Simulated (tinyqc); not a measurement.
# Weibull analysis of times to dielectric breakdown, with area scaling, step by step

Program tinyqc, `OMP_NUM_THREADS=1 python tinyqc.py 2070116 2070117 out.jsonl`; Intel Xeon 2.30GHz, shared host, one thread, about 0.01 s. Printed values are rounded.

Breakdown times follow F(t) = 1 - exp(-(t/t63)^beta). The 8 times below were drawn at random from beta = 1.3, t63 = 1400 s and are treated as data; all samples failed.

Parameters, values chosen for the exercise:
- A1 = 2000 um^2 (area of a test capacitor)
- A2 = 3e5 um^2 (gate area of the product)
- Fp = 1e-6 (allowed share of failed products)

## Median ranks and the Weibull scale

t, i 1 to 8 (s): 282  443  694  801  993  1000  1410  1900

F_i = (i - 0.3)/(n + 0.4) for the sorted times, W_i = ln(-ln(1 - F_i)).

```
i          F          W      ln t
1  0.0833333  -2.441716  5.641907
2  0.2023810  -1.486671  6.093570
3  0.3214286  -0.947354  6.542472
4  0.4404762  -0.543574  6.685861
5  0.5595238  -0.198574  6.900731
6  0.6785714   0.126615  6.907755
7  0.7976190   0.468505  7.251345
8  0.9166667   0.910235  7.549609
```

## Straight-line fit

W = ln(-ln(1 - F)) is the Weibull ordinate of each ranked failure. Least squares of W on ln t: beta = sum (x - mean x)(W - mean W)/sum (x - mean x)^2 with x = ln t, and ln t63 = mean x - mean W/beta.

beta = 1.772406
t63 = 1082.139 s

beta is 36 % above the value that made the data and t63 23 % below it.

## Iteration 1: likelihood estimate of beta

beta at the start = 1.8

Maximum likelihood: a(beta) = 1/beta with a = sum t^beta ln t/sum t^beta - mean ln t. Averaged step: beta(new) = [beta + 1/a(beta)]/2.

beta after iteration 1 = 2.019113

## Iteration 2: likelihood estimate of beta

As before.

beta after iteration 2 = 2.044960

## Course of the iteration

Stop when beta changes by less than 1e-9, or after 40 iterations.

Course of the iteration:
```
iteration      beta    change
1          2.019113     0.219
2          2.044960    0.0258
3          2.049271   4.31e-3
4          2.050013   7.42e-4
5          2.050142   1.28e-4
6          2.050164   2.22e-5
7          2.050168   3.84e-6
8          2.050168   6.66e-7
9          2.050168   1.15e-7
10         2.050168   1.99e-8
11         2.050168   3.45e-9
12         2.050168  5.98e-10
```

Converged in 12 iterations.

## Scale parameter and projection to the product

converged beta = 2.050168

t63 = (mean of t^beta)^(1/beta). Defects are spread at random, so -ln(1 - F) is proportional to the area: t63(A2) = t63 (A1/A2)^(1/beta), and the time to the share Fp is t63(A2) (-ln(1 - Fp))^(1/beta).

t63 = 1065.251 s
t63 of the product = 92.47650 s
time to Fp = 0.1095072 s
decades lost against t63 = 3.988010

The straight-line values give 0.0264 s for the time to Fp and the values that made the data 7.19e-4 s: with 8 samples beta is uncertain by about 0.78/sqrt(n) = 28 %, and the projection hangs on 1/beta.
